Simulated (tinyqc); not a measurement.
Capacitance measurement on a leaky thin oxide: effects of series resistance and leakage: readings against frequency.

The device is a capacitance C in parallel with a leakage conductance G, in series with Rs and Ls. An impedance meter reports either a parallel pair (Cp, Gp) from Y = 1/Z = Gp + i w Cp or a series pair (Cs, Rm) from Z = Rm + 1/(i w Cs); w = 2 pi f, dissipation D = Gp/(w |Cp|).

EOT = 3.9 tox/eox; CET = EOT + zc + zp; C = 3.9 eps0 A/CET; G = Jg A/Vs. Z = Rs + i w Ls + 1/(G + i w C); CET read from Cp = 3.9 eps0 A/Cp; errors under 0.001 % are printed as 0.

Values chosen for this exercise; values of the order met in thin-oxide MOS capacitors:
- eox = 3.9 (relative permittivity of the gate insulator (close to silicon dioxide))
- tox = 3.6 nm (insulator thickness)
- A = 100 um^2 (gate area)
- zc = 0.36 nm (oxide-equivalent thickness added by the accumulation layer)
- zp = 0 nm (oxide-equivalent thickness added by gate depletion)
- Jg = 0.00045 A/cm^2 (gate leakage current density, not matched to the thickness)
- Vs = 0.17 V (voltage for an e-fold rise of the leakage)
- Rs = 20 ohm (series resistance)
- Ls = 33 nH (series inductance)

Constants: eps0 = 8.8541878128e-14 F/cm where lengths are in cm. Results are converted to the units shown.

The same in every row: C (pF) = 0.8720.

Result of one run:

| f (Hz) | Cp (pF) | Cs (pF) | D | error of Cp (%) | error of Cs (%) | CET read from Cp (nm) |
|---|---|---|---|---|---|---|
| 1e6 | 0.8720 | 0.8720 | 5.927e-4 | 0 | 0 | 3.960 |

What becomes of these results when the measuring frequency f is changed from 1e6 to 1e7 Hz, all else the same?

Result of the changed run:

| f (Hz) | Cp (pF) | Cs (pF) | D | error of Cp (%) | error of Cs (%) | CET read from Cp (nm) |
|---|---|---|---|---|---|---|
| 1e7 | 0.8721 | 0.8721 | 0.001144 | 0.0112 | 0.0114 | 3.960 |

The whole series:

| f (Hz) | Cp (pF) | Cs (pF) | D | error of Cp (%) | error of Cs (%) | CET read from Cp (nm) |
|---|---|---|---|---|---|---|
| 1000 | 0.8720 | 1.076 | 0.4831 | 0 | 23.3 | 3.960 |
| 3000 | 0.8720 | 0.8946 | 0.1610 | 0 | 2.59 | 3.960 |
| 10000 | 0.8720 | 0.8740 | 0.04831 | 0 | 0.233 | 3.960 |
| 30000 | 0.8720 | 0.8722 | 0.01611 | 0 | 0.0259 | 3.960 |
| 1e5 | 0.8720 | 0.8720 | 0.004842 | 0 | 2.34e-3 | 3.960 |
| 3e5 | 0.8720 | 0.8720 | 0.001643 | 0 | 0 | 3.960 |
| 1e6 | 0.8720 | 0.8720 | 5.927e-4 | 0 | 0 | 3.960 |
| 3e6 | 0.8720 | 0.8720 | 4.898e-4 | 1.00e-3 | 1.03e-3 | 3.960 |
| 1e7 | 0.8721 | 0.8721 | 0.001144 | 0.0112 | 0.0114 | 3.960 |
| 3e7 | 0.8729 | 0.8729 | 0.003307 | 0.101 | 0.102 | 3.956 |

D goes from 0.483 through a minimum of 4.90e-4 (at f = 3e6 Hz among the rows listed) to 0.00331; without inductance its minimum lies at f = sqrt(G (1 + G Rs)/Rs)/(2 pi C) = 2.10e6 Hz. The error of Cp goes from 0 to 0.101 % and that of Cs from 23.3 to 0.102 %; at low frequency Cp tends to C/(1 + G Rs)^2 and Cs grows as 1 + (G/(w C))^2. One of the two readings is within 2 % of C for f = 1000, 3000, 10000, 30000, 1e5, 3e5, 1e6, 3e6, 1e7, 3e7 Hz.

Computed by the program tinyqc: `OMP_NUM_THREADS=1 python tinyqc.py 2022078 2022079 out.jsonl`, one thread of a shared Intel Xeon 2.30GHz, about 0.01 s for the whole run.
